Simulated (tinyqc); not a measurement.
Inside a calculation: phonon-assisted absorption at an indirect gap. Values are carried at full precision from step to step, so a last printed digit may differ when a step is redone from the rounded ones.

alpha(E) = sum_j A_j [N_j (E - Eg + w_j)^2 + (N_j + 1)(E - Eg - w_j)^2], each bracket counted only where its base is positive; N_j = 1/(exp(w_j/kB T) - 1). The first term absorbs a phonon and the second emits one; excitons and direct transitions are left out.

Constants: kB = 8.617333262e-05 eV/K.

Parameters, chosen for this exercise (loosely those of SiC at room temperature; Eg is not tied to T; the results hold for these values, not for the real material): Eg = 3.229 eV (indirect gap, held fixed unless listed); w = (72.4, 46) meV (two zone-edge phonons); A = (3100, 510) 1/(cm eV^2) (their strengths); T = 300 K; E = 3.691 eV (photon energy); nr = 2.8 (refractive index); d = 75 micrometre (thickness); xj = 0.064 micrometre (dead layer at the surface); W = 0.78 micrometre (depleted width); L = 9.2 micrometre (minority diffusion length below it).

## The four branches at one energy

Evaluate the occupations and each term.

N_j: [0.06471, 0.2030]

terms with phonon absorption (1/cm): [57.29, 26.72]

terms with phonon emission (1/cm): [501.0, 106.2]

alpha = 691.2 1/cm
wavelength hc/E (hc = 1239.841984 eV nm) = 335.9 nm

Phonon absorption supplies 12.2 % of alpha; the depth 1/alpha is 14.5 micrometre.

## What a slab does with it

Slab of thickness d in air, incoherent passes: R = ((nr - 1)/(nr + 1))^2, x = exp(-alpha d); transmitted Tr = (1 - R)^2 x/(1 - R^2 x^2), reflected Rt = R + (1 - R)^2 R x^2/(1 - R^2 x^2), absorbed Ab = (1 - R)(1 - x)/(1 - R x).

d in cm is 1e-4 times the value in micrometres.

R = 0.2244
x = 0.0056
Tr = 0.0034
Rt = 0.2244
Ab = 0.7722

A single pass would absorb (1 - R)(1 - x) = 0.7713; the back face adds 0.0010.

## Quantum efficiency of a diode

Photodiode (Gaertner form with a dead layer): QE = (1 - R) exp(-alpha xj) [1 - exp(-alpha W)/(1 + alpha L)], R = ((nr - 1)/(nr + 1))^2; responsivity = QE/E in A/W for E in eV.

Evaluate the factors; 1 micrometre = 1e-4 cm.

passes the dead layer = 0.9956
collected share = 0.4208
QE = 0.3249
responsivity = 0.0880 A/W

Without diffusion from below the collected share would be 0.0525.

## Checks

- Tr + Rt + Ab against 1: both 1.000000.

Program tinyqc; command `OMP_NUM_THREADS=1 python tinyqc.py 1651458 1651459 out.jsonl`; about 0.01 s on one thread of a shared Intel(R) Xeon(R) Processor @ 2.30GHz.
